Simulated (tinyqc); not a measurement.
Raising U: Hubbard chain of 4 sites, mean field against exact. Computed by the program tinyqc. Collinear unrestricted mean field (the lowest of 40 random starts) against exact diagonalisation.

one-body matrix (hopping and site energies) (eV):
```
         1        2        3        4
1  -0.0800  -0.6800   0.0000   0.0000
2  -0.6800  -0.0400  -0.6800   0.0000
3   0.0000  -0.6800  -0.3200  -0.6800
4   0.0000   0.0000  -0.6800  -0.2700
```

electrons, up and down: 2  2

Exact and mean-field results (eV):
```
U            U/t    E exact  E mean field  mean |n_up - n_down|  double occupancy, exact  first gap in the sector
0.3400    0.5000  -3.435624     -3.418127                0.0000                   0.2245                   0.7244
0.6800    1.0000  -3.147464     -3.077823                0.0000                   0.1993                   0.6499
1.3600    2.0000  -2.670129     -2.414467                0.3920                   0.1527                   0.5288
2.0400    3.0000  -2.309205     -1.966854                0.6941                   0.1142                   0.4362
2.7200    4.0000  -2.040030     -1.687788                0.8187                   0.0852                   0.3655
4.0800    6.0000  -1.684533     -1.377993                0.9174                   0.0495                   0.2697
5.4400    8.0000  -1.470078     -1.215027                0.9533                   0.0312                   0.2110
8.1600   12.0000  -1.232420     -1.048548                0.9792                   0.0152                   0.1453
13.6000  20.0000  -1.028692     -0.913689                0.9925                   0.0057                   0.0887
```

What does the comparison show, and why?

In absolute terms mean field is worst at U/t = 4.0, 0.352 eV too high: at small U it is nearly exact, and at large U it misses only exchange-scale energies. Its local moments set in at U/t = 2.0 of those listed, a broken symmetry that the exact state of a finite cluster with equal spins does not have. Relative to the exact energy its error is 0.5 % at the smallest U, 18 % at most and 11 % at the largest. The double occupancy falls from 0.225 to 0.006.
